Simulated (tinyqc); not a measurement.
Convergence with the basis: effective-mass impurity with a central-cell term, in a basis of Slater functions. Computed by tinyqc, a small Python program. Command: `OMP_NUM_THREADS=1 python tinyqc.py 3012076 3012077 out.jsonl centralcell walk`. One thread of a shared host (Intel(R) Xeon(R) Processor @ 2.30GHz), about 0.01 s of CPU time with the checks.

The envelope obeys H = -nabla^2 - (2/r) [Z + A exp(-kappa r)] in effective units, with kappa = a*/lambda; positive A deepens the well near the core.

Inputs (values chosen for the exercise, with screening close to that of GaP):

| quantity | value | unit |
|---|---|---|
| effective mass m | 0.407 | m_0 |
| dielectric constant eps | 11.3 | - |
| charge Z of the core | 2 | - |
| central-cell strength A | 3.1 | - |
| central-cell range lambda | 2.4 | angstrom |
| smallest exponent zeta_1 | 0.53 | 1/a* |
| ratio beta of exponents | 2.7 | - |

Impurity: acceptor, one isotropic band.

Constants: Ry = 13.605693123 eV; a_0 = 0.529177210903 angstrom.

Method:
- Units: Ry* = Ry m/eps^2 and a* = a_0 eps/m, with m in m_0.
- kappa = a*/lambda; the hydrogenic ground state is bound by Z^2 Ry*.
- For s functions exp(-zeta r), with s = zeta_i + zeta_j: S = 2/s^3, T = zeta_i zeta_j S, V = -2 Z/s^2, W = -2 A/(s + kappa)^2; each function is normalised by dividing by sqrt(S_ii S_jj).
- Large basis: zeta_i = 0.06 x 1.6^(i-1), i = 1..22, same formulas; for p functions r exp(-zeta r): S = 24/s^5, T = zeta_i zeta_j S (centrifugal term included), V = -12 Z/s^4, W = -12 A/(s + kappa)^4; overlap eigenvalues below 1e-11 are dropped.
- Binding energies are -E Ry*; the effective quantum number is nu = Z/sqrt(-E); |psi(0)|^2 is given relative to the hydrogenic Z^3/(pi a*^3).
- zeta_i = zeta_1 beta^(i-1), i = 1..n.
- The error is the lowest level above the large-basis value.

kappa = 6.12173 1/a*

Ry* = 43.3669 meV

1s binding energy = 352.712 meV

Error of the 1s level:

| n | error (meV) | largest exponent (1/a*) |
|---|---|---|
| 1 | 2.6985e+02 | 5.3000e-01 |
| 2 | 1.4096e+02 | 1.4310e+00 |
| 3 | 4.4639e+00 | 3.8637e+00 |
| 4 | 4.2919e-01 | 1.0432e+01 |
| 5 | 4.2856e-01 | 2.8166e+01 |
| 6 | 4.2730e-01 | 7.6049e+01 |
| 7 | 4.2680e-01 | 2.0533e+02 |
| 8 | 4.2664e-01 | 5.5440e+02 |

What does the comparison show, and why?

The error falls from 270 to 0.427 meV. The last function changes it by less than 5 %: it has levelled off, and what remains is set by beta and zeta_1, not by the range of exponents. Caution: the effective Bohr radius is only a few bond lengths, so the envelope approximation is rough. Caution: the density at the core is many times hydrogenic, so the result hangs on the model potential inside one cell, where the envelope picture is weak.

Extremes, crossings and ranges named in words are read from the listed rows.
